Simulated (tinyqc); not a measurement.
Drifting, spreading and decaying minority pulse (Haynes-Shockley), Crank-Nicolson time steps: one step of the calculation.

Low injection in a uniform field: dn/dt = D d2n/dx2 - v dn/dx - n/tau with D = mu Vt and v = mu F towards +x. Exact solution on an infinite bar for a Gaussian start at x0: n = N0 exp(-t/tau) exp(-(x - x0 - v t)^2/(2 s^2))/sqrt(2 pi s^2), s^2 = s0^2 + 2 D t.

Task. Densities after a time step. (L n)_i = a n_(i-1) + b n_i + c n_(i+1), n = 0 beyond the ends. Crank-Nicolson step: solve n(new) - L n(new)/2 = n + L n/2.

a = 1.4448958
b = -2.4456249
c = 0.96739580
n at t = 0, node 1 to 13 (in units of 1e12 cm^-3): 0.3671448  2.1988663  6.4359948  9.2063603  6.4359948  2.1988663  0.3671448  0.0299593  0.0011948  0.0000233  0.0000002  0.0000000  0.0000000

Give: n at t = 1 dt.

Result.

n at t = 1 dt, node 1 to 13 (in units of 1e12 cm^-3): 0.9821  2.4835  3.9747  5.0301  5.3712  4.1854  2.2447  0.9188  0.3339  0.1179  0.0415  0.0145  0.0047

Computed by the program tinyqc: `OMP_NUM_THREADS=1 python tinyqc.py 2310126 2310127 out.jsonl`, one thread of a shared Intel Xeon 2.30GHz, about 0.01 s for the whole run.
